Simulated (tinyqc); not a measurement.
Alloy A(1-x)B(x) by interpolation with bowing, step by step. Values are carried at full precision from step to step, so a last printed digit may differ when a step is redone from the rounded ones.

Each gap follows E(x) = (1 - x) E_A + x E_B - C x (1 - x); the lattice constant follows Vegard, a(x) = (1 - x) a_A + x a_B.

Constants: hc = 1239.841984 eV nm; kB = 8.617333262e-05 eV/K.

Inputs chosen for the exercise (A near InAs, B near AlAs; shifted at random, so the results belong to these values and not to a real crystal):
- a = (6.063, 5.664) angstrom (lattice constant of A, B)
- x = 0.21 (fraction of B)
- Eg = (0.413, 3.127) eV (gap at Gamma to the s-like level of A, B)
- EgX = (1.453, 2.235) eV (gap to the lowest valley along Gamma-X of A, B)
- EgL = (1.126, 2.481) eV (gap to L of A, B)
- C = (0.663, 0, 0) eV (bowing of the Gamma, X and L gaps)
- Dso = (0.39, 0.282) eV (spin-orbit splitting of A, B)
- Ep = (21.4, 21.1) eV (Kane energy of A, B)
- me = (0.0258, 0.1486) m0 (electron mass at Gamma of A, B)
- Cs = 0.15 eV (bowing of Dso)
- md = (0.0541, 0.88, 0.64) m0 (density-of-states masses of Gamma, all X and all L valleys)
- T = 300 K (temperature)

## Gaps and lattice constant at x

Also give the wavelength hc/E of the lowest gap.

a(x) = 5.9792 angstrom

linear parts (eV): Gamma 0.9829, X 1.6172, L 1.4105

bowing terms C x (1 - x) (eV): Gamma 0.1100, X 0.0000, L 0.0000

gaps (eV): Gamma 0.8729, X 1.6172, L 1.4105

wavelength of the lowest gap = 1420.3 nm

The lowest valley is Gamma, so the gap is direct; the next, L, lies 538 meV higher.

## Where the valleys cross

The difference of two gaps is a quadratic q2 x^2 + q1 x + q0 with q2 = C_i - C_j, q1 = (E_B - E_A - C)_i - (E_B - E_A - C)_j, q0 = E_A,i - E_A,j; give its roots between 0 and 1 (a dash: none).

Crossings:
```
pair,q2,q1,q0,first root,second root
Gamma-X,0.663,1.269,-1.040,0.6192,-
Gamma-L,0.663,0.696,-0.713,0.6374,-
X-L,0.000,-0.573,0.327,0.5707,-
```

The lowest valley changes at x = 0.619 (Gamma to X, gap 1.937 eV). The other crossings lie above the lowest valley.

## Electron mass of the alloy

Mass at Gamma from the Kane formula 1/m = F + Ep (Eg + 2 Dso/3)/(Eg (Eg + Dso)). F is fixed by the masses of A and B and interpolated linearly, as is Ep; Eg and Dso carry their bowing.

Compare with the linear interpolation of the masses.

F of A, B: -4.6677  0.1679

Ep, Eg, Dso at x (eV): 21.3370  0.8729  0.3424

m(x) from the Kane formula = 0.0541 m0
m(x) linear = 0.0516 m0

The Kane value lies 4.8 % above the linear one.

## Shares of the electrons in the valleys

Non-degenerate: n_i proportional to md_i^(3/2) exp(-E_i/kT).

md^(3/2): Gamma 0.0126, X 0.8255, L 0.5120

(E - E_min)/kT: Gamma 0.00, X 28.79, L 20.80

shares: Gamma 1.000, X 0.000, L 0.000

Gamma holds most electrons (100.0 %).

## Checks

- The Gamma and X gaps at their crossing x = 0.6192 (eV): both 1.9372.
- The Gamma and L gaps at their crossing x = 0.6374 (eV): both 1.9897.
- The X and L gaps at their crossing x = 0.5707 (eV): both 1.8993.

Computed by tinyqc, a small Python program: `OMP_NUM_THREADS=1 python tinyqc.py 1080961 1080962 out.jsonl` (the numbers bound the seed that draws the inputs); one thread of a shared host (Intel(R) Xeon(R) Processor @ 2.30GHz), about 0.01 s for the whole set of steps.
